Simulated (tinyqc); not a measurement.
From results back to parameters: special k points of the hexagonal lattice.

Problem. E(k) = -sqrt(D^2 + (e0 - t A_1(k))^2) with A_1 = 6 at Gamma and A_1 = -2 at b1/2; t > 0 and D > 0 are hidden.

Values chosen for the exercise: e0 = 1.69 eV (offset).
E at Gamma = -4.367265 eV
E at b1/2 = -3.985097 eV

Find: t; D.

Solution. The difference of the squares is 32 t^2 - 16 e0 t; it is positive, so the quadratic has one positive root t; D^2 follows from either energy.

t = 0.950 eV
D = 1.730 eV

Program tinyqc; command `OMP_NUM_THREADS=1 python tinyqc.py 1681105 1681106 out.jsonl`; about 0.1 s on one thread of a shared Intel(R) Xeon(R) Processor @ 2.30GHz.
